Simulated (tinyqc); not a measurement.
What moves the results: round or elliptic silicon nanowire with anisotropic valleys (Ritz method). A value that a table varies takes the place of the one given here.

Wire along x = [110] on a (001) wafer, y = [-110], z = [001]. Valley groups (w = inverse masses): A, two valleys along z: w_y = 1/mt, w_z = 1/ml, m_x = mt; B, four valleys in the wafer plane: w_y = (1/ml + 1/mt)/2, w_z = 1/mt, m_x = (ml + mt)/2.

Hard wall on the ellipse (y/a)^2 + (z/b)^2 = 1, c = hbar^2/2m0. With u = y/a, v = z/b the operator is -c [(w_y/a^2) d2/du2 + (w_z/b^2) d2/dv2] on the unit disc. Basis (1 - u^2 - v^2) u^i v^j; S, X and Y are the disc integrals of f f', (df/du)(df'/du) and (df/dv)(df'/dv), from the integral of u^p v^q = 2 Gamma((p+1)/2) Gamma((q+1)/2)/((p + q + 2) Gamma((p+q+2)/2)) for even p, q; H = c (w_y X/a^2 + w_z Y/b^2).

Converged values use 21 functions of each parity class (e or o in u, then in v).

Constants: hbar^2/2m0 = 3.80998211 eV angstrom^2.

Inputs chosen for the exercise (near those of a Si nanowire; the results hold for these values, not for the real material): ml = 0.907 m0 (longitudinal mass); mt = 0.191 m0 (transverse mass); a = 24 angstrom (semi-axis along y); b = 44 angstrom (semi-axis along z); asp = (0.4, 0.6, 0.8, 1, 1.3, 1.8, 2.5) (ratios a/b); area = 33.2 nm^2 (cross-section, kept fixed); hw = 2 (height over mean width).

## Size of the basis

Lowest level of each group with 1, 3, 6 and 21 even functions.

Levels (meV):
```
functions       A      B
1          110.40  93.80
3          101.75  90.12
6          101.17  90.10
21         101.15  90.10
```

One function errs by 9.1 % for A and 4.1 % for B, six by 0.02 and 4.2e-05 meV. The error grows with the axis ratio of the stretched ellipse (4.00, 1.43); for a circle it is 6/5.783 - 1 = 3.7 %.

## Flattening the wire at fixed area

a = sqrt(area x ratio/pi), b = a/ratio, 1 nm^2 = 100 angstrom^2; lowest level of each group.

Levels (eV):
```
a/b  a (angstrom)  b (angstrom)       A       B
0.4          20.6          51.4  0.1315  0.1032
0.6          25.2          42.0  0.0936  0.0876
0.8          29.1          36.3  0.0753  0.0850
1.0          32.5          32.5  0.0650  0.0875
1.3          37.1          28.5  0.0565  0.0957
1.8          43.6          24.2  0.0510  0.1143
2.5          51.4          20.6  0.0505  0.1442
```

Each group is lowest where its stretched ellipse is a circle, at a/b = sqrt(w_y/w_z): 2.18 for A and 0.78 for B. The lowest group is B in the first row and A in the last, crossing between a/b = 0.6 and 0.8; B - A is -28 meV in the first row and +94 meV in the last.

## Shape of the cross-section

Equal area, hard walls, lowest level of -c (w_y d2/dy2 + w_z d2/dz2), c = hbar^2/2m0. Rectangle W x H with H/W = hw; ellipse with b/a = hw; trapezoid of height H, base W/0.8 and top 0.6 of the base; isosceles triangle of height H and base 2W. Ellipse, trapezoid and triangle by converged Ritz bases; 1 nm^2 = 100 angstrom^2.

Levels:
```
shape      A (eV)  B (eV)  B - A (meV)
rectangle  0.1248  0.1014        -23.4
ellipse    0.1086  0.0929        -15.8
trapezoid  0.1125  0.1020        -10.5
triangle   0.0767  0.1069         30.1
```

W = 40.7 angstrom
H = 81.5 angstrom

For group A the order is triangle, ellipse, trapezoid, rectangle, spanning 63 %. For group B the order is ellipse, rectangle, trapezoid, triangle, spanning 15 %. The ellipse lies below the rectangle for both groups, since corners hold little of the wave function. The triangle is lowest for A, whose light mass lies across the width and gains from the wide base. The spacing B - A of the valley groups runs from -23 to 30 meV.

## What each parameter does

Lowest level of groups A and B. Each row changes one parameter from the base and keeps the others.

Results:
```
case             A (eV)  B (eV)  B - A (meV)
base             0.1012  0.0901        -11.1
a = 27 angstrom  0.0818  0.0776         -4.2
b = 42 angstrom  0.1020  0.0931         -9.0
ml = 1.016 m0    0.1002  0.0890        -11.2
mt = 0.21 m0     0.0928  0.0829         -9.9
```

The largest shifts from the base row, up to three for each result and ties (the steps differ in size, so this ranks the rows, not the parameters). A (eV): a -0.0194, mt -0.0083, ml -0.0010. B (eV): a -0.0125, mt -0.0072, b +0.0030. B - A (meV): a +6.8, b +2.1, mt +1.1.

Computed by tinyqc, a small Python program: `OMP_NUM_THREADS=1 python tinyqc.py 1250669 1250670 out.jsonl` (the numbers bound the seed that draws the inputs); one thread of a shared host (Intel(R) Xeon(R) Processor @ 2.30GHz), about 0.02 s for the whole set of steps.
